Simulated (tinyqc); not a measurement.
From results to parameters: diatomic chain. Computed by the program tinyqc.

Problem. A chain of two alternating masses has one spring constant k; at the zone edge omega^2 = 2k/M and 2k/m, and wavenumber = 521.4708 sqrt(omega^2) with omega^2 in eV/(angstrom^2 u). Find k, the heavier mass and the optical wavenumber at q = 0.

wavenumbers at the zone edge (cm^-1): 289.386463  574.516264
lighter mass = 29.000000 u

Solution. The upper value gives k = m omega^2/2, the ratio of the squares gives M/m, and at q = 0 omega^2 = 2k (1/m + 1/M), the sum of the two.

k = 17.6000 eV/angstrom^2
heavier mass = 114.3000 u
optical wavenumber at q = 0 = 643.283 cm^-1
